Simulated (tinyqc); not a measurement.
Effective-mass impurity with a central-cell term, in a basis of Slater functions: one step, computed by the program tinyqc. Command: `OMP_NUM_THREADS=1 python tinyqc.py 3011408 3011409 out.jsonl centralcell walk`. One thread of a shared host (Intel(R) Xeon(R) Processor @ 2.30GHz), about 0.01 s of CPU time with the checks.

The envelope obeys H = -nabla^2 - (2/r) [Z + A exp(-kappa r)] in effective units, with kappa = a*/lambda; positive A deepens the well near the core.

Problem. Matrices over the s basis. zeta_i = zeta_1 beta^(i-1), i = 1..n. For s functions exp(-zeta r), with s = zeta_i + zeta_j: S = 2/s^3, T = zeta_i zeta_j S, V = -2 Z/s^2, W = -2 A/(s + kappa)^2; each function is normalised by dividing by sqrt(S_ii S_jj).

Inputs (values chosen for the exercise, with screening close to that of InP): charge Z of the core = 1; central-cell strength A = 4.7; basis size n = 5; smallest exponent zeta_1 = 0.34 1/a*; ratio beta of exponents = 2.4.

Impurity: acceptor, one isotropic band.

kappa = 16.30766 1/a*

Give: exponents; overlap S; kinetic T; Coulomb V; central cell W.

Solution.

exponents (1/a*): [0.34, 0.816, 1.9584, 4.70016, 11.28]

overlap S:
$$\begin{pmatrix}
1.000 & 0.757 & 0.358 & 0.126 & 0.038 \\
0.757 & 1.000 & 0.757 & 0.358 & 0.126 \\
0.358 & 0.757 & 1.000 & 0.757 & 0.358 \\
0.126 & 0.358 & 0.757 & 1.000 & 0.757 \\
0.038 & 0.126 & 0.358 & 0.757 & 1.000
\end{pmatrix}$$

kinetic T (Ry*):
$$\begin{pmatrix}
0.1156 & 0.2100 & 0.2384 & 0.2017 & 0.1469 \\
0.2100 & 0.665856 & 1.209 & 1.373 & 1.162 \\
0.2384 & 1.209 & 3.835 & 6.966 & 7.909 \\
0.2017 & 1.373 & 6.966 & 22.09 & 40.12 \\
0.1469 & 1.162 & 7.909 & 40.12 & 127.2
\end{pmatrix}$$

Coulomb V (Ry*):
$$\begin{pmatrix}
-0.68 & -0.8748 & -0.8228 & -0.6362 & -0.4450 \\
-0.8748 & -1.632 & -2.100 & -1.975 & -1.527 \\
-0.8228 & -2.100 & -3.9168 & -5.039 & -4.739 \\
-0.6362 & -1.975 & -5.039 & -9.40032 & -12.09 \\
-0.4450 & -1.527 & -4.739 & -12.09 & -22.56
\end{pmatrix}$$

central cell W (Ry*):
$$\begin{pmatrix}
-0.005121 & -0.01802 & -0.05901 & -0.1667 & -0.3621 \\
-0.01802 & -0.06348 & -0.2086 & -0.5930 & -1.302 \\
-0.05901 & -0.2086 & -0.6905 & -1.991 & -4.472 \\
-0.1667 & -0.5930 & -1.991 & -5.907 & -13.92 \\
-0.3621 & -1.302 & -4.472 & -13.92 & -35.72
\end{pmatrix}$$
